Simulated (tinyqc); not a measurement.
Threshold-voltage variability of a planar MOSFET, analytic estimates: two steps of the calculation.

Three independent sources add in quadrature: random dopants in the depleted layer, metal-gate grains of two orientations, and roughness of the two gate edges acting through the roll-off VT = VT(long) - Vr exp(-L/l). These are first-order estimates: no three-dimensional electrostatics, no percolation.

Values chosen for this exercise; material values close to those of silicon: temperature T = 400 K; gate length L = 25 nm; gate width W = 120 nm; metal grain size G = 5 nm; work-function difference of the two grain orientations dW = 0.3 eV; share of the orientation of higher work function p = 0.3; rms roughness of one gate edge De = 1.1 nm; correlation length of the roughness La = 10 nm; decay length of the threshold roll-off l = 5.2 nm; prefactor of the roll-off Vr = 2.3 V; subthreshold factor n = 1.42; gm/I of a matched pair gI = 25 1/V; spread of the gain factor of one device sb = 1.6 %.

Constants: q = 1.602176634e-19 C, kB = 1.380649e-23 J/K, Vt = kB T/q. Results are converted to the units shown.

Task 1. Metal grains and edge roughness. Grains: Ng = L W/G^2 (at least 1), s2 = dW sqrt(p (1 - p)/Ng). Edges, with exponential correlation and u = W/La: the mean gate length has sL^2 = 2 De^2 (2/u)[1 - (1 - exp(-u))/u]; s3 = sL (Vr/l) exp(-L/l).

Give: Ng; s2; sL; dVT/dL; s3.

Result 1.

Ng = 120.00
s2 = 12.550 mV
sL = 0.60805 nm
dVT/dL = 3.6122 mV/nm
s3 = 2.1964 mV

Task 2. Total spread, mismatch and leakage. s = sqrt(s1^2 + s2^2 + s3^2). For a pair: s(dVT) = sqrt(2) s; current mismatch sqrt(2) sqrt((gI s)^2 + sb^2); input offset = current mismatch/gI. For a Gaussian VT the off current is log-normal with mean/median = exp(s^2/(2 (n Vt)^2)).

s1 = 23.994514 mV
s2 = 12.549900 mV
s3 = 2.1963834 mV

Find: s; s(dVT); current mismatch; input offset; mean/median of Ioff.

Result 2.

s = 27.167 mV
s(dVT) = 38.420 mV
current mismatch = 96.077 %
input offset = 38.431 mV
mean/median of Ioff = 1.1665

Program tinyqc, `OMP_NUM_THREADS=1 python tinyqc.py 2090129 2090130 out.jsonl`; Intel Xeon 2.30GHz, shared host, one thread, about 0.01 s.
